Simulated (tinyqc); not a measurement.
Electroplating on a thin resistive seed layer: kinetics, Wagner number and the terminal effect across a wafer: one step, computed by the program tinyqc.

Current enters the seed at the rim. The bath is treated as a local resistance per area (no lateral flow in the liquid), two electrons per ion, molar volume 7.11 cm^3/mol, Faraday constant F = e N_A, kinematic viscosity 0.01 cm^2/s, omega = 2 pi x rpm/60; k_B T/e is in volts.

Question. Linear estimate of the terminal effect. Linearised: with R_t = kinetic + bath resistance the current density obeys (1/r)(r i')' = i R_s/R_t, so i = A I_0(r/l), l = sqrt(R_t/R_s); with x = R/l, edge/centre = I_0(x) and edge/mean = x I_0(x)/(2 I_1(x)). Voltage drop in the seed for a uniform current: i R_s R^2/4.

Inputs (values chosen for the exercise, of the order of those for copper plating on a thin cobalt or ruthenium seed): wafer radius R = 15 cm; mean current density = 31 mA/cm^2; temperature T = 298 K.

kinetic resistance = 0.9861618 ohm cm^2

bath resistance R_b = 83.46512 ohm cm^2

sheet resistance R_s = 0.1533333 ohm/square

Give: length l; x = R/l; edge over centre, linear; edge over mean, linear; drop for uniform current.

Answer.

length l = 23.47 cm

x = R/l = 0.6392

edge over centre, linear = 1.105

edge over mean, linear = 1.050

drop for uniform current = 267.4 mV

For small x edge/centre is 1 + x^2/4 = 1.102.
